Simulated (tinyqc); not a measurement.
Minimum-mode following (dimer method) and harmonic rate on a two-dimensional model surface: one step, computed by the program tinyqc.

V(x, y) = -A (cos kx + cos ky) - B cos kx cos ky + (C sin ky + S sin kx)(1 - cos kx), k = 2 pi/a; the atom hops from the minimum at (0, 0) to that at (a, 0).

Task: Stationary points. Newton steps x(new) = x - H^-1 grad V (moves limited to 0.3 angstrom) from (0, 0), (a, 0) and (a/2, 0) give the two minima and the saddle.

Inputs (values chosen for the exercise, for a model surface): amplitude A = 0.11 eV; amplitude B = -0.026 eV; skew C = 0.023 eV; asymmetry S = 0.027 eV; period a = 3.1 angstrom.

Surface: adatom on a square lattice.

Give: positions; energies; barrier from the start.

Result:

positions (angstrom), rows start, end, saddle, columns x, y:
$$\begin{pmatrix}
0.0000 & 0.0000 \\
3.1000 & 0.0000 \\
1.3002 & -0.1549
\end{pmatrix}$$

energies (eV): start -0.19400, end -0.19400, saddle -0.01882

barrier from the start = 0.17518 eV
